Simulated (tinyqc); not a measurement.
The gap of an alloy series: thresholds of impact ionisation and Auger recombination from band masses.

Parabolic bands, no phonon. At threshold the three slow carriers share one velocity. With M their total mass and m4 the mass of the fast carrier, the fast carrier has the kinetic energy E_T = G M/(M - m4) and the slow ones together E_a = G m4/(M - m4), the activation energy of the Auger rate. CCCH (fast electron): G = Eg, M = 2 me + mh, m4 = me. CHHS (hole into the split-off band): G = Eg - Dso, M = 2 mh + me, m4 = ms; this form holds for Eg > Dso (below, the process needs about Dso - Eg and is marked by a dash). CHHL (hole into the light band): G = Eg, M = 2 mh + me, m4 = ml. CHHH (fast heavy hole): G = Eg, M = 2 mh + me, m4 = mh.

Non-parabolic fast electron: E (1 + alpha E) = c k^2/me with alpha = (1 - me)^2/Eg; the slow carriers stay parabolic, so E_T = Eg + me E_T (1 + alpha E_T)/M, M = 2 me + mh (the root between Eg and 1.9 Eg).

Constants: kB = 8.617333262e-05 eV/K; hc = 1239.841984 eV nm.

Values chosen for the exercise (near those of InAs, gap at low temperature and not tied to T; the results hold for these values, not for the real material):

| symbol | value | unit | meaning |
|---|---|---|---|
| Eg | 0.409 | eV | gap at Gamma to the s-like level |
| Dso | 0.379 | eV | spin-orbit splitting |
| me | 0.0262 | m0 | electron mass at Gamma |
| mh | 0.41 | m0 | heavy-hole mass |
| ms | 0.143 | m0 | split-off mass |
| ml | 0.0271 | m0 | light-hole mass |
| T | 400 | K | temperature |

Eg is varied with me and ml proportional to it; mh, ms and Dso are kept. E_a of three processes; wavelength hc/Eg.

Results:

| Eg (eV) | wavelength (micrometre) | me | CCCH (meV) | CCCH non-parabolic (meV) | CHHS (meV) | CHHL (meV) | log10 exp(-E_a/kT), non-parabolic |
|---|---|---|---|---|---|---|---|
| 0.123 | 10.08 | 0.0079 | 2.3 | 4.8 | - | 1.2 | -0.06 |
| 0.204 | 6.08 | 0.0131 | 6.3 | 13.3 | - | 3.4 | -0.17 |
| 0.307 | 4.04 | 0.0197 | 14.1 | 30.4 | - | 7.6 | -0.38 |
| 0.409 | 3.03 | 0.0262 | 24.6 | 54.5 | 6.1 | 13.5 | -0.69 |
| 0.511 | 2.43 | 0.0327 | 37.8 | 86.0 | 26.6 | 21.1 | -1.08 |
| 0.654 | 1.90 | 0.0419 | 60.6 | 143.4 | 54.7 | 34.6 | -1.81 |
| 0.818 | 1.52 | 0.0524 | 92.7 | 229.1 | 86.1 | 54.2 | -2.89 |

How do the results move, and what explains it?

E_a of CCCH goes nearly as Eg^2 (power 1.95 over the table), as both G and me grow; the non-parabolic value goes with the power 2.04, and its Boltzmann factor spans 2.8 decades; rows with E_a far above kT are formal, since phonon-assisted processes and side valleys rule there. CHHS is resonant at Eg = Dso = 0.379 eV, with no activation, and is the easiest process near there; it has the lowest E_a of the parabolic values for Eg = 0.409 eV.

Computed by tinyqc, a small Python program: `OMP_NUM_THREADS=1 python tinyqc.py 1850037 1850038 out.jsonl` (the numbers bound the seed that draws the inputs); one thread of a shared host (Intel(R) Xeon(R) Processor @ 2.30GHz), about 0.01 s for the whole set of steps.
